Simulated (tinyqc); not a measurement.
## Gate voltage for a wanted density

Problem. A HEMT has a barrier of thickness d, permittivity eb and off voltage Voff; energies are counted from the channel band edge at the interface. F = q (eta ns + Nb)/(eps0 ec) in eV/nm; E_k = a_k (C F^2/me)^(1/3), a_0 = 2.338107, a_1 = 4.087949, C = hbar^2/(2 m0); D = me m0 q/(pi hbar^2); ns = D Vt [ln(1 + exp((EF - E_0)/Vt)) + ln(1 + exp((EF - E_1)/Vt))], which gives EF = E_0 + Vt ln{2 s/[(1 + u) + sqrt((1 + u)^2 + 4 u s)]} with s = exp(ns/(D Vt)) - 1, u = exp((E_0 - E_1)/Vt). Charge control: ns + Nb = eps0 eb (Vg - Voff - EF)/(q d). Find E_0, E_1, EF and the Vg that gives this ns.

Inputs (values chosen for the exercise); material values close to those of InGaP on GaAs:

| symbol | value | unit | meaning |
|---|---|---|---|
| T | 400 | K | temperature |
| d | 30 | nm | barrier thickness from gate to channel |
| me | 0.0659 | m0 | electron mass in the channel |
| ec | 13 |  | relative permittivity of the channel |
| eta | 0.6 |  | share of ns that counts in the confining field |
| Nb | 2.2e10 | cm^-2 | depletion charge of the buffer |

Constants: q = 1.602176634e-19 C, kB = 1.380649e-23 J/K, hbar = 1.054571817e-34 J s, m0 = 9.1093837015e-31 kg, Vt = kB T/q, eps0 = 8.8541878128e-14 F/cm where lengths are in cm, hbar^2/(2 m0) = 0.0380998212 eV nm^2. Results are converted to the units shown.

ns = 6.2e11 cm^-2
eb = 11.8
Voff = 0.54893272 V

Answer. In this direction nothing needs iterating: ns fixes the field, the levels and EF, and the charge-control relation gives Vg.

E_0 = 0.06057 eV
E_1 = 0.1059 eV
EF = 0.04520 eV
Vg = 0.8895 V

Program tinyqc, `OMP_NUM_THREADS=1 python tinyqc.py 2180133 2180134 out.jsonl`; Intel Xeon 2.30GHz, shared host, one thread, about 0.01 s.
